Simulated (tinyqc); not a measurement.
Two-dimensional electron gas with Rashba and Dresselhaus coupling: sweeps and comparisons. A value that a table varies takes the place of the one given here.

H = c k^2/m + al (ky sx - kx sy) + b1 (kx sx - ky sy) + gam kx ky (kx sy - ky sx), s the Pauli matrices, x = [100], c = hbar^2/2m0, b1 = gam (pi/L)^2 (hard walls). H = c k^2/m + B.s, so E = c k^2/m -/+ |B| and the lower state has its spin along -B.

Constants: hbar^2/2m0 = 3.80998211 eV angstrom^2.

Values chosen for the exercise (of the size met in InAs; the results hold for these values, not for the real material): m = 0.0246 m0 (mass); al = 0.29 eV angstrom (Rashba constant); gam = 24.2 eV angstrom^3 (bulk Dresselhaus constant); L = 87 angstrom (width of the (001) well); n = 10 1e11/cm^2 (sheet density (one subband filled)).

## Splitting and spin direction around the circle

At |k| = k0 = sqrt(2 pi n), 1e11/cm^2 = 1e-5/angstrom^2.

Around the circle:

| phi (deg) | Bx (meV) | By (meV) | splitting (meV) | lower spin (deg) |
|---|---|---|---|---|
| 0.0 | 0.7910 | -7.2692 | 14.6243 | 96.2 |
| 22.5 | 3.4610 | -6.8941 | 15.4282 | 116.7 |
| 45.0 | 5.5647 | -5.5647 | 15.7393 | 135.0 |
| 67.5 | 6.8941 | -3.4610 | 15.4282 | 153.3 |
| 90.0 | 7.2692 | -0.7910 | 14.6243 | 173.8 |
| 112.5 | 6.5377 | 2.1026 | 13.7350 | -162.2 |
| 135.0 | 4.7156 | 4.7156 | 13.3376 | -135.0 |
| 157.5 | 2.1026 | 6.5377 | 13.7350 | -107.8 |

The splitting runs from 13.3376 meV at 135 to 15.7393 meV at 45 degrees. Along [110] it is 2 k |al + b1 - 2 b3| and along [-110] 2 k |al - b1 + 2 b3|, b3 = gam k^2/4. From 0 to 90 degrees the spin turns with k (+78 degrees), the sense of the Rashba term.

## Tuning the Rashba term through the balance point

al = f (b1 - b3) at k0 = sqrt(2 pi n), b3 = gam k0^2/4. Helix wavelength along [110]: 2 pi c/(m |al + b1 - b3|). Dyakonov-Perel rates are proportional to the mean squares of the first harmonics: for spin along z, al^2 + (b1 - b3)^2; for the most protected in-plane spin, (al - (b1 - b3))^2/2 (third harmonic left out); both are given over (b1 - b3)^2.

Against f:

| f | al (meV angstrom) | wavelength (micron) | rate, z | rate, in plane |
|---|---|---|---|---|
| 0.00 | 0.000 | 3.506 | 1.000 | 0.5000 |
| 0.25 | 6.939 | 2.805 | 1.062 | 0.2812 |
| 0.50 | 13.877 | 2.337 | 1.250 | 0.1250 |
| 0.75 | 20.816 | 2.004 | 1.562 | 0.0312 |
| 0.90 | 24.979 | 1.845 | 1.810 | 0.0050 |
| 1.00 | 27.754 | 1.753 | 2.000 | 0.0000 |
| 1.25 | 34.693 | 1.558 | 2.562 | 0.0312 |
| 2.00 | 55.509 | 1.169 | 5.000 | 0.5000 |

At f = 1, al = 27.75 meV angstrom, the first harmonic points along one axis for all k and the listed in-plane rate vanishes; the helix would have wavelength 1.75 micron. The third harmonic, b3/(b1 - b3) = 0.14, is small and sets its lifetime. The uniform z spin still relaxes there, twice as fast as at f = 0.

## What each parameter does

Splittings 2|B| at k0 = sqrt(2 pi n) along [100], [110] and [-110], and E0 = c k0^2/m; 1e11/cm^2 = 1e-5/angstrom^2. Each row changes one parameter from the base and keeps the others.

Results:

| case | [100] (meV) | [110] (meV) | [-110] (meV) | E0 (meV) |
|---|---|---|---|---|
| base | 14.6243 | 15.7393 | 13.3376 | 97.31 |
| m = 0.02706 m0 | 14.6243 | 15.7393 | 13.3376 | 88.47 |
| al = 0.348 eV angstrom | 17.5177 | 18.6470 | 16.2453 | 97.31 |
| gam = 29.04 eV angstrom^3 | 14.6619 | 15.9794 | 13.0975 | 97.31 |
| L = 107 angstrom | 14.5760 | 15.2031 | 13.8737 | 97.31 |
| n = 15 1e11/cm^2 | 17.9110 | 19.0432 | 16.5686 | 145.97 |

The largest shifts from the base row, up to three for each result and ties (the steps differ in size, so this ranks the rows, not the parameters). [100] (meV): n +3.2867, al +2.8935, L -0.0482; unchanged at the printed digits by m. [110] (meV): n +3.3039, al +2.9077, L -0.5361; unchanged at the printed digits by m. [-110] (meV): n +3.2310, al +2.9077, L +0.5361; unchanged at the printed digits by m. E0 (meV): n +48.66, m -8.85; unchanged at the printed digits by al, gam and L.

Program tinyqc; command `OMP_NUM_THREADS=1 python tinyqc.py 1480097 1480098 out.jsonl`; about 0.01 s on one thread of a shared Intel(R) Xeon(R) Processor @ 2.30GHz.
